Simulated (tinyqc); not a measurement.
Worked calculation: Fermi-Dirac statistics of conduction electrons. Values are carried at full precision from step to step, so a last printed digit may differ when a step is redone from the rounded ones.

Constants: hbar^2/2m0 = 3.80998211 eV angstrom^2; kB = 8.617333262e-05 eV/K; e^2/(4 pi eps0) = 14.39964547 eV angstrom.

Inputs chosen for the exercise (near those of Ge, lowest valleys alone; shifted at random, so the results belong to these values and not to a real crystal): m = 0.5435 m0 (density-of-states mass of the conduction band); T = 200 K; n = 3.6e+19 1/cm^3 (electron density); eps = 16.3 (static dielectric constant); alpha = 0.66 1/eV (non-parabolicity).

## Reduced density

N = 2 (m kB T/(4 pi c))^(3/2) with c = hbar^2/2m0, in 1/angstrom^3; times 1e24 for 1/cm^3; u = n/Nc.

kT = 0.017235 eV
Nc = 5.4731e+18 1/cm^3
u = n/Nc = 6.5776

## Reduced Fermi level by five rules

F_j(eta) = (1/Gamma(j + 1)) integral_0^infinity x^j dx/(1 + exp(x - eta)), which tends to exp(eta) for eta << 0.

With u = n/Nc: Boltzmann eta = ln u; Joyce-Dixon eta = ln u + u/sqrt(8) - 4.95009e-3 u^2 + 1.48386e-4 u^3 - 4.42563e-6 u^4; Nilsson eta = ln u/(1 - u^2) + v/(1 + (0.24 + 1.08 v)^-2) with v = (3 sqrt(pi) u/4)^(2/3); fully degenerate limit eta = v; exact: F_1/2(eta) = u.

Find eta = (EF - Ec)/kT by each rule.

eta: Boltzmann 1.884, Joyce-Dixon 4.029, Nilsson 4.025, degenerate 4.244, exact 4.030

Against the exact value the errors are Boltzmann -2.146, Joyce-Dixon -0.001, Nilsson -0.005, degenerate limit +0.214 (in kT).

## Exact eta by Newton steps

Solve ln F_1/2(eta) = ln u from the Boltzmann value; dF_1/2/d eta = F_-1/2, so the step is -ln(F_1/2/u) F_1/2/F_-1/2. Stop below 1e-9.

Newton steps:

| step | eta | F_1/2 | F_-1/2 | step taken |
|---|---|---|---|---|
| 1 | 1.883671 | 2.65622 | 1.41530 | 1.70 |
| 2 | 3.585482 | 5.63245 | 2.05437 | 0.425 |
| 3 | 4.010790 | 6.53517 | 2.18918 | 0.0193 |
| 4 | 4.030113 | 6.57753 | 2.19511 | 3.64e-05 |
| 5 | 4.030149 | 6.57761 | 2.19512 | 1.29e-10 |

Converged in 5 steps.

## Mean energy, Einstein relation and screening

eta = 4.03015

Mean kinetic energy <E> = (3/2) kT F_3/2/F_1/2; D/mu = (kT/e) F_1/2/F_-1/2; dn/dEF = (Nc/kT) F_-1/2; screening length L = (4 pi (e^2/(4 pi eps0)) (dn/dEF)/eps)^(-1/2), with dn/dEF in 1/(angstrom^3 eV) (1/cm^3 = 1e-24/angstrom^3).

F_-1/2, F_1/2, F_3/2: 2.195  6.578  13.46

<E> = 52.89 meV
D/mu = 51.64 mV
dn/dEF = 6.971e+20 1/(cm^3 eV)
L = 11.37 angstrom

The gas is degenerate. D/mu is 2.996 times kT/e and <E> is 2.046 times (3/2) kT; the Debye formula, with n/kT in place of dn/dEF, would give L = 6.567 angstrom.

## Fermi level in the non-parabolic band

Non-parabolic band E (1 + alpha E) = c k^2/m: n = Nc (2/sqrt(pi)) integral_0^infinity sqrt(x (1 + a x)) (1 + 2 a x) dx/(1 + exp(x - eta)) with a = alpha kT and eta = (EF - Ec)/kT; a = 0 gives n = Nc F_1/2(eta).

Solve for eta at the same n.

a = 0.01137
eta = 3.790
EF - Ec = 65.33 meV

The extra states lower EF by 4.13 meV against the parabolic band.

## Checks

- Non-parabolic integral at a = 0 against F_1/2(2): both 2.823721.
- F_1/2(40) against the Sommerfeld form (4/(3 sqrt(pi))) eta^(3/2) (1 + pi^2/(8 eta^2)): both 190.45.

(tinyqc, `OMP_NUM_THREADS=1 python tinyqc.py 1682598 1682599 out.jsonl`, Intel(R) Xeon(R) Processor @ 2.30GHz, 1 thread, shared host, about 0.01 s.)
